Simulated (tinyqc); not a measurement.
Equilibrium and kinetic segregation of a solute to boundaries and growing surfaces. Inputs raised by 10 %, one at a time. Computed by tinyqc, a small Python program. Command: `OMP_NUM_THREADS=1 python tinyqc.py 3004245 3004246 out.jsonl segreg sens`. One thread of a shared host (Intel(R) Xeon(R) Processor @ 2.30GHz), about 0.01 s of CPU time with the checks.

Inputs (values chosen for the exercise, modelled on arsenic in polycrystalline silicon): segregation energy Q = 0.406 eV; interaction z w (positive attracts) = 0.23 eV; total solute fraction x0 = 0.003; temperature T = 1150 K; grain size d = 66 nm; boundary thickness delta = 0.48 nm; atomic volume Omega = 20.02 angstrom^3; clean boundary energy gamma_0 = 0.94 J/m^2; bulk diffusivity D = 2.9e-21 m^2/s; anneal time t = 100 s; mixing = 0.5.

Isotherm: Fowler-Guggenheim.

Constants: k_B = 8.617333262e-05 eV/K; 1 eV/angstrom^2 = 16.02176634 J/m^2.

Method:
- With theta the solute fraction on boundary sites and x that in the grains, theta/(1 - theta) = [x/(1 - x)] exp[(Q + z w theta)/(k_B T)].
- The coverage theta_inf is that for x = x0. Start at theta = 0; theta(new) = theta + mixing (theta(out) - theta); stop below 1e-10, 80 steps at most.
- Finite grains: boundary sites are the fraction f = 3 delta/d, and x0 = (1 - f) x + f theta; solve both equations for theta; share at boundaries = f theta/x0.
- Gibbs adsorption for this isotherm in a dilute matrix: gamma = gamma_0 + Gam_0 [k_B T ln(1 - theta) + z w theta^2/2], Gam_0 = delta/Omega sites per area.
- McLean kinetics from a uniform start, fed from both sides, with a constant enrichment beta = theta_inf/x0: (theta - x0)/(theta_inf - x0) = 1 - exp(s^2) erfc(s), s = 2 sqrt(D t)/(beta delta); half filling at s = 0.7691, t = (0.7691 beta delta/2)^2/D. D is an input and does not follow T.

Runs; columns: (1) input moved; (2) from; (3) to; (4) fraction x left in the grains; (5) share of solute at boundaries (%); (6) boundary energy gamma (J/m^2); (7) time to half filling (s):
```
(1)                                         (2)     (3)        (4)     (5)      (6)    (7)
base run                                      -       -  0.0012305  59.877  0.91029  75282
interaction z w (positive attracts) (eV)   0.23   0.253  0.0012158  60.358  0.91037  88376
total solute fraction x0                  0.003  0.0033  0.0013449  60.133  0.90735  80283
temperature T (K)                          1150    1265  0.0015359  49.919  0.91231  27359
grain size d (nm)                            66    72.6  0.0012957  57.666  0.90862  75282
boundary thickness delta (nm)              0.48   0.528  0.0011663  62.057  0.90911  91092
```

Exponents ln(y'/y) / ln(x'/x):
```
input                                fraction x left in the grains  share of solute at boundaries  boundary energy gamma  time to half filling
interaction z w (positive attracts)                         -0.127                          0.084                  0.001                 1.682
total solute fraction x0                                     0.933                          0.045                 -0.034                 0.675
temperature T                                                2.326                         -1.908                  0.023               -10.620
grain size d                                                 0.542                         -0.395                 -0.019                 0.000
boundary thickness delta                                    -0.563                          0.375                 -0.014                 2.000
```

To which inputs is each result most sensitive?

Among the inputs moved here: fraction x left in the grains answers most in size to temperature T (exponent +2.326), next to total solute fraction x0 (+0.933). Share of solute at boundaries answers most in size to temperature T (exponent -1.908), next to grain size d (-0.395). Boundary energy gamma answers most in size to total solute fraction x0 (exponent -0.034), next to temperature T (+0.023). Time to half filling answers most in size to temperature T (exponent -10.620), next to boundary thickness delta (+2.000); its exponent is below 0.0005 for grain size d.

Caution (all rows): half of theta_inf exceeds the equilibrium coverage of grains of this size, so half filling is never reached in them.
